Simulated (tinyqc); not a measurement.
Against doping: dopants and charged point defects at anneal temperature: Fermi-level effect, clustering and pairing. Computed by tinyqc, a small Python program. Command: `OMP_NUM_THREADS=1 python tinyqc.py 3030739 3030740 out.jsonl pairing walk`. One thread of a shared host (Intel(R) Xeon(R) Processor @ 2.30GHz), about 0.01 s of CPU time with the checks.

Boltzmann statistics and full ionisation of active dopants. Energies are counted from the valence band; the defect (a vacancy or self-interstitial) has five charge states, with all degeneracy factors one.

Inputs (values chosen for the exercise, with bands modelled on InP):
```
quantity,value,unit
gap at 0 K E_g0,1.44,eV
Varshni alpha,0.000367,eV/K
Varshni beta,158,K
electron mass m_e,0.0768,m_0
valleys M_c,1,-
hole mass m_h,0.614,m_0
anneal temperature T,890,K
total dopant density N,1.2e+19,cm^-3
formation enthalpy of the neutral defect H_f,2.86,eV
formation entropy S_f,4.5,k_B
site density N_s,4.7e+22,cm^-3
```

Dopant: donor. Second part: pairing with a mobile impurity.

defect levels as fractions of E_g(T): (2+/+), (+/0), (0/-), (-/2-): [0.17, 0.34, 0.48, 0.76]

Constants: m_0 = 9.1093837015e-31 kg; k_B = 1.380649e-23 J/K; h = 6.62607015e-34 J s; k_B = 8.617333262e-05 eV/K.

Method:
- E_g = E_g0 - alpha T^2/(T + beta).
- N_c = 2 M_c (2 pi m_e k_B T/h^2)^(3/2) and N_v = 2 (2 pi m_h k_B T/h^2)^(3/2), masses in units of m_0.
- n_i = sqrt(N_c N_v) exp(-E_g/2 k_B T); E_i = E_g/2 + (k_B T/2) ln(N_v/N_c).
- No clustering: A = N.
- n = A/2 + sqrt(A^2/4 + n_i^2) for an active density A.
- chi = n/n_i (for acceptors n_i/p); E_F = E_i + k_B T ln chi; field enhancement h = 1 + A/sqrt(A^2 + 4 n_i^2).
- C_0 = N_s exp(S_f/k_B) exp(-H_f/k_B T). Ratios to the neutral state at E_F = E_i: r_+ = exp((E(+/0) - E_i)/k_B T), r_2+ = r_+ exp((E(2+/+) - E_i)/k_B T), r_- = exp((E_i - E(0/-))/k_B T), r_2- = r_- exp((E_i - E(-/2-))/k_B T); at other E_F state q scales as chi^(-q). The enhancement is sum r_q chi^(-q)/sum r_q. The charge on the defects is left out of neutrality.
- chi = n/n_i; h = 1 + A/sqrt(A^2 + 4 n_i^2); the dopant diffusivity over its intrinsic value is D/D_i = enhancement x h x A/N, if every charge state carries the dopant equally well.

E_g = 1.16261 eV

k_B T = 0.0766943 eV

n_i = 6.62784e+15 cm^-3

E_i = 0.700880 eV

effective density of states N_b of the majority band = 2.72908e+18 cm^-3

neutral defects C_0 = 2.69886e+08 cm^-3

Charge states:
```
state,ratio r,intrinsic (cm^-3),doped (cm^-3)
2+,2.62950e-05,7.09667e+03,2.16489e-03
+,1.86009e-02,5.02013e+06,2.77272e+03
0,1.00000e+00,2.69886e+08,2.69886e+08
-,6.43836e+00,1.73763e+09,3.14605e+12
2-,5.94526e-01,1.60454e+08,5.25981e+14
```

Trend at the anneal temperature:
```
N (cm^-3),active A (cm^-3),chi,defect enhancement,mean charge,D/D_i
2.00e+14,2.00e+14,1.0152e+00,1.0144e+00,-0.9481,1.0297e+00
8.60e+14,8.60e+14,1.0670e+00,1.0636e+00,-0.9582,1.1325e+00
3.70e+15,3.70e+15,1.3174e+00,1.3075e+00,-1.0003,1.6590e+00
1.60e+16,1.60e+16,2.7745e+00,2.9120e+00,-1.1520,5.1545e+00
6.90e+16,6.90e+16,1.0506e+01,1.6675e+01,-1.4813,3.3051e+01
3.00e+17,3.00e+17,4.5286e+01,1.8777e+02,-1.8058,3.7535e+02
1.30e+18,1.30e+18,1.9615e+02,2.9979e+03,-1.9476,5.9956e+03
5.60e+18,5.60e+18,8.4492e+02,5.3390e+04,-1.9873,1.0678e+05
2.40e+19,2.40e+19,3.6211e+03,9.7111e+05,-1.9970,1.9422e+06
```

What follows from these numbers?

Well below n_i = 6.63e15 cm^-3 chi and the enhancement are near 1. At any doping d ln(enhancement)/d ln chi equals minus the mean charge, which goes from -0.95 to -2.00 over the rows. Rows with carriers above N_b lie beyond Boltzmann statistics. Caution: the carrier density exceeds the effective density of states, where Boltzmann statistics understate the shift of E_F and so the density of charged defects (gap narrowing, also left out, works the other way).
